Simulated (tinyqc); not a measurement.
Worked calculation: finite-size error of a charged defect in a periodic cell: Madelung and Makov-Payne terms. Computed by tinyqc, a small Python program that keeps every step. Command: `OMP_NUM_THREADS=1 python tinyqc.py 3006510 3006511 out.jsonl imagecharge walk`. One thread of a shared host (Intel(R) Xeon(R) Processor @ 2.30GHz), about 0.02 s of CPU time with the checks. Intermediate numbers are printed to about 6 digits and carried at full precision; extremes and crossings named in words are read from the listed rows.

L is the cube root of the cell volume. The defect charge is a Gaussian, rho(r) = q (2 pi sigma^2)^(-3/2) exp(-r^2/2 sigma^2), repeated periodically in a uniform neutralising background and screened by a continuum. The model cell energy is E(L) = E_0 + [periodic - isolated electrostatic energy].

Inputs (values chosen for the exercise, for a model host):
```
quantity                                     value      unit
charge q                                         3         e
cell length L                                 14.9  angstrom
dielectric constant eps                        8.1         -
width sigma of the defect charge               2.2  angstrom
formation energy of the isolated defect E_0  5.682        eV
```

Supercell lattice: bcc. Screening: isotropic.

scatter added to the six cells, standing for numerical noise (meV): 0.36  0.073  0.66  0.85  0.72  -1

Constants: e^2/(4 pi eps_0) = 14.39964548 eV angstrom.

## The cell

Cell vectors: (-1,1,1), (1,-1,1), (1,1,-1), scaled to volume L^3.

cell vectors (rows) (angstrom):
```
          1         2         3
1  -9.38641   9.38641   9.38641
2   9.38641  -9.38641   9.38641
3   9.38641   9.38641  -9.38641
```

nearest image = 16.2577 angstrom

## Madelung energy

Ewald sum for a unit point charge: scale each Cartesian component of the cell by 1/sqrt(eps_i), giving R', G' and V'; E = [ (1/2) sum erfc(eta R')/R' + (2 pi/V') sum exp(-G'^2/4 eta^2)/G'^2 - eta/sqrt(pi) - pi/(2 V' eta^2) ] e^2/(4 pi eps_0) / sqrt(eps_x eps_y eps_z), over n_i = -6..6, omitting n = (0,0,0), eta = 2/V'^(1/3). alpha = -2 E eps_g L/(e^2/(4 pi eps_0)), eps_g = (eps_x eps_y eps_z)^(1/3).

terms for a unit charge (eV): real space 0.000991, reciprocal 0.008178, self -0.134628, background -0.046853

Madelung constant alpha = 2.88846

point-charge correction -q^2 E = 1.55081 eV

## Energy of the smeared charge in the cell

Periodic energy of the Gaussian: (2 pi q^2/V) sum_(G != 0) exp(-sigma^2 G^2)/(G.eps.G) x e^2/(4 pi eps_0), n_i = -k..k with k = max(9, L/sigma rounded up). Isolated energy: q^2/(2 sqrt(pi) sigma) <1/(n.eps.n)> e^2/(4 pi eps_0), the mean over directions n, here 1/eps.

periodic energy = 0.647821 eV

isolated energy = 2.05155 eV

finite-size error = -1.40373 eV

E(L) = 4.27827 eV

## Makov-Payne correction

Second radial moment Q = q <r^2> = 3 q sigma^2; E(corrected) = E(L) + q^2 alpha e^2/(4 pi eps_0)/(2 eps L) - 2 pi q Q e^2/(4 pi eps_0)/(3 eps L^3). Errors left are the corrected energies less E_0.

Q = 43.56 e angstrom^2

third-order term = -0.147087 eV

error left after the first term = 0.147087 eV

error left after both terms = -6.88039e-07 eV

third-order over first-order term, in size = 0.0948454

The point-charge term alone overcorrects by 0.147 eV, 9 % of itself; both terms leave -6.9e-7 eV, from the overlap of the Gaussian tails.

## A series of cells

Cells of the same shape with L scaled by 0.7, 0.85, 1, 1.25, 1.5 and 2; the scatter is added to E(L). The point-charge correction scales as 1/L from its value at the input L.

Scaling data:
```
L (angstrom)  1/L (1/angstrom)  E(L) (eV)  E(L) + point-charge correction (eV)
10.430               0.0958773    3.89422                              6.10967
12.665               0.0789578    4.09705                              5.92154
14.900               0.0671141    4.27893                              5.82975
18.625               0.0536913    4.51751                              5.75816
22.350               0.0447427    4.69243                              5.72630
29.800               0.0335570    4.92398                              5.69939
```

## Ways to reach the isolated limit

Least-squares fits of E(L) to a + b/L, a + c/L^3 or a + b/L + c/L^3; the estimate is a, and errors are against E_0.

Estimates of E_0:
```
way                              estimate (eV)  error (meV)
largest cell, uncorrected              4.92398     -758.021
largest cell, point-charge term        5.69939       17.386
1/L fit, three smallest                5.16111     -520.889
1/L fit, all six                       5.43646     -245.545
1/L^3 fit, all six                     4.76824     -913.760
1/L and 1/L^3, three smallest          5.68431        2.307
1/L and 1/L^3, all six                 5.67785       -4.155
corrected data, 1/L^3 fit              5.68246        0.457
```

coefficient b of the full fit = -22.9906 eV angstrom

Best here: corrected data, 1/L^3 fit (+0.5 meV); worst: 1/L^3 fit, all six (-914 meV). The fitted b is 99.5 % of the Madelung value -q^2 alpha e^2/(8 pi eps_0 eps_g), so such a fit also measures the screening. A pure 1/L fit lands below E_0, because the positive 1/L^3 term flattens the small-cell points.

Checks made by the program: the same sum with another eta (relative difference below 1e-10); both terms against the exact model when the clouds do not overlap (relative difference below 1e-10).
